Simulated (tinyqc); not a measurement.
Four methods from the same start: geometry relaxation of a small cluster. Computed by tinyqc, a small Python program. Command: `OMP_NUM_THREADS=1 python tinyqc.py 3014140 3014141 out.jsonl relax walk`. One thread of a shared host (Intel(R) Xeon(R) Processor @ 2.30GHz), about 0.01 s of CPU time with the checks.

E = sum_(i<j) phi(r_ij), phi(r) = eps [exp(-2 alpha (r - r0)) - 2 exp(-alpha (r - r0))]; the force on i is -sum_j phi'(r_ij) (R_i - R_j)/r_ij.

Inputs (values chosen for the exercise, for model atoms):

| quantity | value | unit |
|---|---|---|
| length r0 | 3.03 | angstrom |
| well depth eps | 0.5 | eV |
| stiffness alpha | 1.61 | 1/angstrom |
| step factor eta | 0.058 | angstrom^2/eV |
| largest number of steps | 500 | - |

Potential: Morse. Method: FIRE.

starting positions (angstrom):
```
           x      y      z
atom 1  0.03   0.08   0.22
atom 2  3.18  -0.03  -0.11
atom 3  1.23   2.53   0.15
atom 4  1.51   0.84   2.67
atom 5  1.41   0.84  -2.58
```

Method:
- FIRE with unit mass: if F.v > 0, v = (1 - a) v + a |v| F/|F|, and after more than 5 such steps in a row dt = min(1.1 dt, 5 dt0), a = 0.99 a; else v = 0, a = 0.1, and dt = dt/2 (not at the first step). Then v = v + dt F, R(new) = R + dt v. dt0 = sqrt(eta), a = 0.1 at first.
- No atom moves more than 0.3 angstrom a step (the whole step is scaled). Stop when the largest force component is below 1e-5 eV/angstrom.
- Hessian at the final positions by central differences of the forces; six eigenvalues vanish (translations and rotations). Steepest descent is stable for eta below 2/lambda_max and contracts the softest mode by 1 - eta lambda_min a step.
- Steepest descent: R(new) = R + eta F.
- Conjugate gradient (Polak-Ribiere): d = F + beta d(old), beta = max(0, F.(F - F(old))/|F(old)|^2), d = F at first; step length from one secant, s = eta (F.d)/(F.d - F(R + eta d).d), replaced by eta if that is not positive; R(new) = R + s d.
- BFGS: R(new) = R + B F with the inverse Hessian B = eta 1 at first; with s = R(new) - R, y = F - F(new), rho = 1/(y.s): B(new) = (1 - rho s y^T) B (1 - rho y s^T) + rho s s^T, skipped if y.s is not positive.
- In this comparison each method may take up to 1500 steps.

contraction of the softest mode = 0.908834

non-zero eigenvalues (eV/angstrom^2): 1.5718  1.5718  3.4709  5.0309  5.0309  5.3549  5.3549  9.0488  11.0487

condition number = 7.02918

Cost:

| method | steps | force calls | final E (eV) | calls to reach 1e-2 |
|---|---|---|---|---|
| steepest descent | 86 | 87 | -4.5458 | 19 |
| conjugate gradient | 11 | 23 | -4.5458 | 13 |
| BFGS | 19 | 20 | -4.5458 | 9 |
| FIRE | 94 | 95 | -4.5458 | 36 |

In force calls the order is BFGS (20), conjugate gradient (23), steepest descent (87), FIRE (95). All that converged end at the same energy. Near the minimum steepest descent multiplies the slowest mode by 0.909 in size a step, 24 steps a decade of force, at a condition number of 7.0. On this problem it beats FIRE in force calls.

Extremes, crossings and ranges named in words are read from the listed rows.
